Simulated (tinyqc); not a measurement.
Screening the field: polar nitride quantum well with polarisation fields.

Envelope functions on cells of 0.25 angstrom over barrier, well, barrier (widths Lb, Lw, Lb), psi = 0 beyond, psi'/m continuous (mean mass between points), c = hbar^2/2m0. With u(z) the integral of e F (F_w in the well, F_b = -F_w Lw/Lb in the barriers, 1 MV/cm = 0.01 V/angstrom), zero at the centre of the well, the electron sees u plus Vc in the barriers and the hole -u plus Vv. The transition is Eg + E_e + E_h; excitons are left out.

Constants: hbar^2/2m0 = 3.80998211 eV angstrom^2; hc = 1239.841984 eV nm.

Values chosen for the exercise (near those of a GaN well in AlGaN; not measured data):
- Lw = 12 angstrom (well width)
- Lb = 125 angstrom (barrier width)
- Eg = 3.44 eV (gap of the well)
- Vc = 0.862 eV (conduction offset)
- Vv = 0.406 eV (valence offset)
- me = 0.2 m0 (electron, well)
- meb = 0.264 m0 (electron, barrier)
- mh = 1.66 m0 (hole, everywhere)

F_w = -4.4197 MV/cm

Carriers or a semipolar orientation reduce the field; here it is simply scaled in well and barrier.

Results:

| share of the field | F_w (MV/cm) | E (eV) | nm | overlap^2 | separation (angstrom) |
|---|---|---|---|---|---|
| 1.0 | -4.420 | 3.7581 | 329.9 | 0.57 | 5.6 |
| 0.8 | -3.536 | 3.7954 | 326.7 | 0.67 | 4.6 |
| 0.6 | -2.652 | 3.8260 | 324.1 | 0.76 | 3.6 |
| 0.4 | -1.768 | 3.8489 | 322.1 | 0.85 | 2.5 |
| 0.2 | -0.884 | 3.8631 | 320.9 | 0.91 | 1.3 |
| 0.0 | 0.000 | 3.8680 | 320.5 | 0.93 | 0.0 |

What does the comparison show?

Full screening shifts the line by -9.4 nm (+110 meV). The first fifth of the screening gives 37 meV and the last fifth 5 meV; a purely quadratic shift would give a ratio of 9, a linear one 1, and here it is 7.7.

Run: tinyqc, `OMP_NUM_THREADS=1 python tinyqc.py 1250958 1250959 out.jsonl`; Intel(R) Xeon(R) Processor @ 2.30GHz, one thread, shared host; about 0.06 s of CPU time with all checks.
